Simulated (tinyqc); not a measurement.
What each parameter does: localisation in a chain with random site energies (transfer matrices).

Hopping -t; leads with site energy 0, E = -2t cos(ka). psi_(j+1) = ((e_j - E)/t) psi_j - psi_(j-1), a product of matrices M_j = [[(e_j - E)/t, -1], [1, 0]]. For M = M_N ... M_1 the transmission is T = 4 sin^2(ka)/|M21 - M12 + M22 exp(ika) - M11 exp(-ika)|^2. Long samples draw e_j = W (x_j/2147483647 - 1/2) from x_j = 16807 x_(j-1) mod 2147483647, starting at x0. The localisation length xi, in sites, is defined by ln T = -2N/xi on average; weak disorder gives xi = 24 (4t^2 - E^2)/W^2, and the mean free path for backscattering is xi/2.

Numerical xi = N/ln sqrt(psi_(N+1)^2 + psi_N^2) for N = 20000 sites from psi_1 = 1, psi_0 = 0; its statistical error is about xi sqrt(xi/N).

Inputs chosen for the exercise:
- t = 1.29 eV (hopping)
- E = -0.84 eV (energy)
- W = 1.44 eV (full width of the disorder)
- x0 = 5576 (start of the number sequence)

Numerical and weak-disorder xi.

One parameter was then changed.

Results before and after:

| case | numerical xi (sites) | weak-disorder xi (sites) |
|---|---|---|
| base | 65.72 | 68.88 |
| changed | 89.64 | 93.65 |

Which of these changes was made? (a) x0 = 5577; (b) t = 1.483 eV; (c) W = 1.728 eV; (d) E = -0.59 eV.
Answer: (b) t = 1.483 eV. Of the candidates, run in turn, only this one gives the changed row.

All candidates:

| case | numerical xi (sites) | weak-disorder xi (sites) |
|---|---|---|
| base | 65.72 | 68.88 |
| t = 1.483 eV | 89.64 | 93.65 |
| E = -0.59 eV | 77.85 | 73.01 |
| W = 1.728 eV | 43.62 | 47.83 |
| x0 = 5577 | 65.75 | 68.88 |

A new x0 is another sample of the same disorder; its shift is one draw of the statistical scatter, about xi sqrt(xi/N); the other rows share one sample, so their errors are correlated.

Program tinyqc; command `OMP_NUM_THREADS=1 python tinyqc.py 1480570 1480571 out.jsonl`; about 0.08 s on one thread of a shared Intel(R) Xeon(R) Processor @ 2.30GHz.
